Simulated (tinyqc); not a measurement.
## Band bending at a free surface with one surface level, surface photovoltage and Kelvin probe: Kelvin-probe contrast of the doping

n-type bulk, xi = Ec - EF = Vt ln(Nc/Nd), p0 = ni^2/Nd, ni = sqrt(Nc Nv) exp(-Eg/(2 Vt)), Eg in volts. b is the upward band bending, u = b/Vt. Space charge per area, in units of q: Qc = sign(b) sqrt((2 eps0 eps_r Vt/q) [(Nd + dn)(exp(-u) - 1) + Nd u + (p0 + dn)(exp(u) - 1)]), with dn the excess density under light (flat quasi-Fermi levels; 0 in the dark). The level holds -Ns f, f = 1/(1 + exp((xi + b - Es)/Vt)). Neutrality: Qc + Qf + (charge of the states) = 0.

Work function chi + xi + b; contact potential difference CPD = (work function of the sample) - pt. b solves the neutrality condition in the dark.

Inputs (values chosen for the exercise); band and dielectric values close to those of silicon:

| symbol | value | unit | meaning |
|---|---|---|---|
| T | 350 | K | temperature |
| Eg | 1.1 | eV | band gap |
| eps_r | 11.6 |  | relative permittivity |
| Nc | 3.58e19 | cm^-3 | conduction-band density of states at T |
| Nv | 3.3e19 | cm^-3 | valence-band density of states at T |
| chi | 4.13 | eV | electron affinity |
| Qf | 0 | cm^-2 | fixed positive charge at the surface |
| pt | 5.27 | eV | work function of the probe tip |
| Ns | 4.4e11 | cm^-2 | density of an acceptor-like surface level |
| Es | 0.41 | eV | its depth below the conduction edge |

Constants: q = 1.602176634e-19 C, kB = 1.380649e-23 J/K, Vt = kB T/q, eps0 = 8.8541878128e-14 F/cm where lengths are in cm. Results are converted to the units shown.

Results:
```
Nd (cm^-3)   xi (eV)     b (V)  CPD (mV)
2.6e14       0.35688   0.14553   -637.59
3.8e15       0.27599   0.17726   -686.75
1.5e16       0.23458   0.18813   -717.29
5.7e16       0.19431   0.18155   -764.13
2.2e17       0.15358  0.096896   -889.52
8.4e17       0.11317  0.040167   -986.66
3.2e18      0.072832  0.018602   -1048.6
```

Estimate the missing row, Nd = 1e15 cm^-3.

Computed row:
```
Nd (cm^-3)  xi (eV)    b (V)  CPD (mV)
1e15        0.31626  0.16223   -661.51
```

With this row back in the table: xi falls by 284 mV over the table and the CPD by 411 mV; b goes from 0.146 through a maximum of 0.188 (at Nd = 1.5e16 cm^-3 among the rows listed) to 0.0186 V. Between the first two rows the CPD follows 58.9 % of the change of xi, and between the last two 153 %. It is below 100 % where b rises with the doping (pinning hides it). It exceeds 100 % where b falls as the doping rises.

tinyqc, about 0.01 s, one thread, Intel Xeon 2.30GHz (shared host): `OMP_NUM_THREADS=1 python tinyqc.py 2430029 2430030 out.jsonl`
